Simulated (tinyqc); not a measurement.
Permeation of metal atoms or ions through a thin barrier or dielectric: time lag, field-aided drift and lifetime. From failure time at T_u back to thickness d. Computed by tinyqc, a small Python program. Command: `OMP_NUM_THREADS=1 python tinyqc.py 3019032 3019033 out.jsonl barrier inv`. One thread of a shared host (Intel(R) Xeon(R) Processor @ 2.30GHz), about 0.05 s of CPU time with the checks.

The film 0 < x < d is empty at first; C = C0 at x = 0 and C = 0 at x = d. dC/dt = D d2C/dx2 - v dC/dx with drift v = D z e V/(k_B T d) (uniform field, no space charge).

Inputs (values chosen for the exercise, for a model case: singly charged ions through a dielectric):
```
quantity                                   value    unit
prefactor D0                             5.3e-06  cm^2/s
activation energy E                        0.821      eV
concentration at the source side C0      1.2e+13  1/cm^3
charge number z                                1       -
voltage V (positive drives ions across)    0.079       V
critical dose Q_c                          4e+07  1/cm^2
test temperature T                           275       C
use temperature T_u                           85       C
```

Constants: k_B = 8.617333262e-05 eV/K.

Method:
- D = D0 exp(-E/(k_B T)); time scale d^2/D; Peclet number P = z V/(k_B T), k_B T in eV; 1 nm = 1e-7 cm.
- Temperatures in kelvin are T(C) + 273.15.
- Steady flux J = (D C0/d) P/(1 - exp(-P)); time lag in units of d^2/D: s_L = [P (1 + exp(-P))/(1 - exp(-P)) - 2]/P^2 (P = 0: J = D C0/d, s_L = 1/6).
- Dose through the film Q(s) = C0 d {f (s - s_L) - 2 exp(P/2) sum_(n=1..200) (-1)^n n^2 pi^2 exp(-l_n s)/l_n^2}, l_n = n^2 pi^2 + P^2/4, f = P/(1 - exp(-P)) the relative flux.
- Solve Q = Q_c for s. At the use temperature D and P take T_u, with the same C0 and V; 1 year = 3.15576e7 s.

Task: A run gave the result below. Find the thickness d, known to lie between 50 and 190 nm.

failure time at T_u = 0.05261268 years

Result:

Each step takes the trial c = (a f_b - b f_a)/(f_b - f_a), f being the result less the target and a, b, c the logarithms of the listed values; c replaces end b, the old b replaces a if the sign of f changed, and otherwise f_a is halved.

Scan of the range:
```
thickness d (nm)  failure time at T_u (years)
50.0                                 0.020768
62.5                                 0.028299
78.0                                 0.038812
97.5                                 0.053792
122.0                                0.075238
152.0                                0.105276
190.0                                0.148986
```

False position (Illinois rule, in the logarithm of the input) inside the bracket:
```
step    end a    end b    trial  failure time at T_u (years)
1     78.0000  97.5000  95.8026                    0.0524125
2     97.5000  95.8026  96.0471                    0.0526103
3     97.5000  96.0471  96.0528                    0.0526150
4     96.0471  96.0528  96.0500                    0.0526127
5     96.0528  96.0500  96.0500                    0.0526127
```

Failure time at T_u rises at every point of a 13-point scan of the range (every second point is shown), so one value fits; it is bracketed by 78.0 and 97.5. Answer: thickness d = 96.05 nm.

Caution: grain boundaries, pinholes, trapping and space charge are left out; thin real barriers usually fail at defects.
